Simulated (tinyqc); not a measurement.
Worked calculation: optical gain and spontaneous emission in a bulk direct-gap semiconductor. Values are carried at full precision from step to step, so a last printed digit may differ when a step is redone from the rounded ones.

F_j(eta) = (1/Gamma(j + 1)) integral_0^infinity x^j dx/(1 + exp(x - eta)), which tends to exp(eta) for eta << 0.

Quasi-Fermi levels: n = Nc F_1/2(Fc/kT) and p = Nv F_1/2(Fv/kT), Fc counted up from the conduction edge and Fv down from the valence edge; Nc, Nv from N = 2 (m kB T/(4 pi c))^(3/2) with c = hbar^2/2m0, in 1/angstrom^3; times 1e24 for 1/cm^3, with me and (mhh^(3/2) + mlh^(3/2))^(2/3).

Constants: hbar^2/2m0 = 3.80998211 eV angstrom^2; kB = 8.617333262e-05 eV/K; fine-structure constant alpha = 0.007297352564; hbar = 6.58211957e-16 eV s; hbar c = 1973.269805 eV angstrom.

Inputs chosen for the exercise (near those of GaAs; shifted at random, so the results belong to these values and not to a real crystal): me = 0.0677 m0 (electron mass); mhh = 0.511 m0 (heavy-hole mass); mlh = 0.0822 m0 (light-hole mass); n = 7.5e+17 1/cm^3 (injected density, n = p); T = 250 K; Eg = 1.432 eV (direct gap); Ep = 24.9 eV (Kane energy); nr = 3.65 (refractive index); E = 1.446 eV (photon energy).

## Quasi-Fermi levels

Solve for Fc and Fv.

kT = 0.021543 eV
Nc = 3.363e+17 1/cm^3
Nv = 7.423e+18 1/cm^3
Fc = 0.0338 eV
Fv = -0.0486 eV
Fc + Fv = -0.0148 eV

The separation of the quasi-Fermi levels is below the gap, so there is no gain at any energy. The quasi-Fermi level of the electrons lies inside the band, that of the holes in the gap.

## Absorption of the empty crystal

Parabolic bands, vertical transitions, no excitons. For each hole band j: mr = me mj/(me + mj); joint density of states J_j(E) = (mr/c)^(3/2) sqrt(E - Eg)/(2 pi^2), both spins, c = hbar^2/2m0; averaged matrix element |e.p|^2 = m0 Ep/6; alpha_j(E) = 4 pi^2 alpha_f c Ep J_j/(3 nr E) in 1/angstrom (alpha_f the fine-structure constant, listed as alpha among the constants), times 1e8 for 1/cm.

Evaluate at E for heavy and light holes.

mr, J and alpha of each hole band:

| hole | mr (m0) | J (1/(eV angstrom^3)) | alpha (1/cm) |
|---|---|---|---|
| heavy | 0.05978 | 1.178e-05 | 2033.5 |
| light | 0.03712 | 5.766e-06 | 995.2 |

The heavy-hole band gives 67 % of the total, 3029 1/cm.

## Occupations and gain at E

For band j the electron sits at Ee = (E - Eg) mr/me above its edge and the hole at Eh = (E - Eg) mr/mj; fe = 1/(1 + exp((Ee - Fc)/kT)), fh = 1/(1 + exp((Eh - Fv)/kT)); gain g = sum_j alpha_j (fe + fh - 1).

Use mr and alpha from the table.

Energies, occupations and gain of each hole band:

| hole | Ee (eV) | Eh (eV) | fe | fh | g (1/cm) |
|---|---|---|---|---|---|
| heavy | 0.0124 | 0.0016 | 0.730 | 0.088 | -369 |
| light | 0.0077 | 0.0063 | 0.771 | 0.072 | -156 |

total gain = -526 1/cm

E - Eg = 0.0140 eV is above Fc + Fv = -0.0148 eV, so both bands give loss (Bernard-Duraffourg).

## Spontaneous emission

Spontaneous rate: R = integral of (nr E/(hbar c))^2/(pi^2 hbar) sum_j alpha_j fe fh dE, with alpha in 1/cm and (nr E/(hbar c))^2 in 1/cm^2 (1e16 per 1/angstrom^2); B = R/(n p); lifetime n/R.

Integrate over photon energy.

R = 1.51e+26 1/(cm^3 s)
B = 2.68e-10 cm^3/s
radiative lifetime = 4.97 ns

## Checks

- B at n = 1e13 1/cm^3 against the van Roosbroeck-Shockley value from alpha and ni^2 (cm^3/s): both 3.20e-10.

Run: tinyqc, `OMP_NUM_THREADS=1 python tinyqc.py 1682076 1682077 out.jsonl`; Intel(R) Xeon(R) Processor @ 2.30GHz, one thread, shared host; about 0.09 s of CPU time with all checks.
